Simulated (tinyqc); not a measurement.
Modulation-doped quantum well, Poisson-Schroedinger loop with local exchange and correlation: one step of the calculation.

A well of width L centred at z = 0 between barriers Vb; effective-mass electrons, parabolic bands. The electrons come from donor sheets outside the mesh, a share fL of Ns on the left and the rest on the right, so the structure is neutral. Energies are counted from the band edge of the well, with U = 0 on the first node in the Hartree part.

Problem. Density, output potential and mixing. n_i = sum_k N_k |psi_k|^2 (converted to cm^-3). Hartree part by Gauss: on the interval after node i the enclosed sheet charge is S_i = fL Ns - hz sum_(j<=i) n_j, and U_(i+1) = U_i + q S_i hz/(eps0 eps_r) in eV, U_1 = 0. Added to it: V_xc = -(2 Ry/(pi al rs)) [1 + 0.7734 (rs/21) ln(1 + 21/rs)] (Hedin-Lundqvist), al = (4/(9 pi))^(1/3), rs = (3/(4 pi n))^(1/3)/aB, aB = 4 pi eps0 eps_r hbar^2/(md m0 q^2), Ry = q/(8 pi eps0 eps_r aB) in eV. Mixing: U(new) = U + a (U(out) - U).

Inputs (values chosen for the exercise); material values close to those of GaN in AlGaN: in-plane mass md = 0.203 m0; relative permittivity (all layers) eps_r = 9.27; sheet density of electrons Ns = 3.8e11 cm^-2; share of the donors on the left side fL = 0.7; mixing factor a = 0.5.

Constants: q = 1.602176634e-19 C, hbar = 1.054571817e-34 J s, m0 = 9.1093837015e-31 kg, eps0 = 8.8541878128e-14 F/cm where lengths are in cm. Results are converted to the units shown.

```
node  z (nm)  self-consistent potential U at the start (eV)  |psi|^2 of E1 (1/nm)  |psi|^2 of E2 (1/nm)
1     -5.915                                              0            0.00001702            0.00009734
2     -5.005                                              0            0.00027259            0.00129920
3     -4.095                                              0            0.00383751            0.01484012
4     -3.185                                              0            0.04649245            0.14613323
5     -2.275                                              0            0.11068790            0.22152524
6     -1.365                                              0            0.17443460            0.14450213
7     -0.455                                              0            0.21370848            0.02105329
8      0.455                                              0            0.21370848            0.02105329
9      1.365                                              0            0.17443460            0.14450213
10     2.275                                              0            0.11068790            0.22152524
11     3.185                                              0            0.04649245            0.14613323
12     4.095                                              0            0.00383751            0.01484012
13     5.005                                              0            0.00027259            0.00129920
14     5.915                                              0            0.00001702            0.00009734
```

N_k (cm^-2): E1 3.4945727e11, E2 3.0542725e10

Give: n; U(out); U after round 1.

Solution.

```
node  n (1e17 cm^-3)  U(out) (eV)  U after round 1 (1e-3 eV)
1              0.001     -0.00113                     -0.567
2              0.013      0.00210                      1.052
3              0.179      0.00379                      1.894
4              2.071      0.00254                      1.269
5              4.545      0.00387                      1.933
6              6.537      0.00582                      2.912
7              7.533      0.00769                      3.844
8              7.533      0.00904                      4.519
9              6.537      0.00987                      4.937
10             4.545      0.01062                      5.308
11             2.071      0.01199                      5.995
12             0.179      0.01594                      7.969
13             0.013      0.01695                      8.477
14             0.001      0.01642                      8.208
```

tinyqc, about 0.1 s, one thread, Intel Xeon 2.30GHz (shared host): `OMP_NUM_THREADS=1 python tinyqc.py 2140042 2140043 out.jsonl`
